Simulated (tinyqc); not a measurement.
Gain against bias and Miller's formula: avalanche multiplication and breakdown of a junction from ionisation integrals. Computed by tinyqc, a small Python program. Command: `OMP_NUM_THREADS=1 python tinyqc.py 3007363 3007364 out.jsonl impact walk`. One thread of a shared host (Intel(R) Xeon(R) Processor @ 2.30GHz), about 0.01 s of CPU time with the checks.

Ionisation coefficients follow the local field. Position x runs through the depletion layer from the p side (x = 0), where electrons enter, to the n side (x = w), where holes enter. The built-in voltage is neglected.

Inputs (values chosen for the exercise, modelled on silicon):
```
quantity                               value    unit
electron prefactor a_n                719000    1/cm
electron field b_n                  1.21e+06    V/cm
hole prefactor a_p                  1.56e+06    1/cm
hole field b_p                         2e+06    V/cm
exponent c                                 1       -
permittivity eps                        11.7       -
doping N of the lightly doped side   8.2e+14  1/cm^3
```

Junction: one-sided abrupt p+n.

Constants: e = 1.602176634e-19 C; eps_0 = 8.8541878128e-12 F/m.

Method:
- alpha_n = a_n exp(-(b_n/F)^c), alpha_p = a_p exp(-(b_p/F)^c).
- Field F = F_m (1 - s), w = eps eps_0 F_m/(e N), V = F_m w/2, with s = x/w (the peak lies at the p+ side).
- With Phi(x) = int_0^x (alpha_n - alpha_p) dx': 1 - 1/M_n = I_n = int_0^w alpha_n exp(-Phi) dx and M_p = M_n exp(-Phi(w)); trapezoid rule on 401 even points; breakdown at I_n = 1.
- Solve I_n(F_m) = 1.
- Miller's exponent n is defined by 1 - 1/M = (V/V_B)^n for the larger M.

breakdown voltage = 280.897 V

critical field F_m = 0.266921 MV/cm

Gain:
```
V/V_B   V (V)  F_m (MV/cm)     M_n     M_p  Miller exponent n
0.50   140.45      0.18874    1.24   1.005             2.3704
0.60   168.54      0.20676    1.56   1.018             2.0031
0.70   196.63      0.22332    2.23   1.056             1.6680
0.80   224.72      0.23874    3.79   1.165             1.3711
0.90   252.81      0.25322    8.99   1.596             1.1191
0.95   266.85      0.26016   19.78   2.555             1.0115
0.98   275.28      0.26424   52.44   5.521             0.9529
0.99   278.09      0.26558  106.98  10.496             0.9344
```

The larger gain passes 2 between 0.600 and 0.700 of V_B and reaches 107 at 0.99. Miller's exponent runs from 0.93 to 2.4, so it is not a constant: a fit holds over a narrow range only. From the first row to the last the voltage grows by a factor 1.98 and the peak field by 1.41.

Extremes, crossings and ranges named in words are read from the listed rows.
